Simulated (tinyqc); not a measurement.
Inside a calculation. Method: Hubbard ring of 6 sites. One step of it, computed by the program tinyqc.

Problem. Mean-field iteration 1. H(up) = T + U n(down), H(down) = T + U n(up); fill the lowest levels; n(new) = n + mixing (n(out) - n); E = tr T (rho up + rho down) + U sum n_up n_down of the output.

one-body matrix (hopping and site energies) (eV):
```
           1          2          3          4          5          6
1   0.000000  -0.850000   0.000000   0.000000   0.000000  -0.850000
2  -0.850000   0.000000  -0.850000   0.000000   0.000000   0.000000
3   0.000000  -0.850000   0.000000  -0.850000   0.000000   0.000000
4   0.000000   0.000000  -0.850000   0.000000  -0.850000   0.000000
5   0.000000   0.000000   0.000000  -0.850000   0.000000  -0.850000
6  -0.850000   0.000000   0.000000   0.000000  -0.850000   0.000000
```

U = 10.000000 eV

electrons, up and down: 3  1

mixing = 0.200000

n(up) at the start (a guess, not normalised): 1 0.950000, 2 0.050000, 3 0.950000, 4 0.050000, 5 0.950000, 6 0.050000

n(down) at the start (a guess): 1 0.000000, 2 0.617000, 3 0.000000, 4 0.617000, 5 0.000000, 6 0.617000

Give: levels, up; levels, down; energy; n(up) after iteration 1; n(down) after iteration 1.

Solution.

levels, up (eV): -0.437  -0.115  -0.115  6.285  6.285  6.607

levels, down (eV): 0.190  0.420  0.420  9.580  9.580  9.810

energy = -1.245 eV

n(up) after iteration 1: 1 0.953, 2 0.047, 3 0.953, 4 0.047, 5 0.953, 6 0.047

n(down) after iteration 1: 1 0.002, 2 0.558, 3 0.002, 4 0.558, 5 0.002, 6 0.558
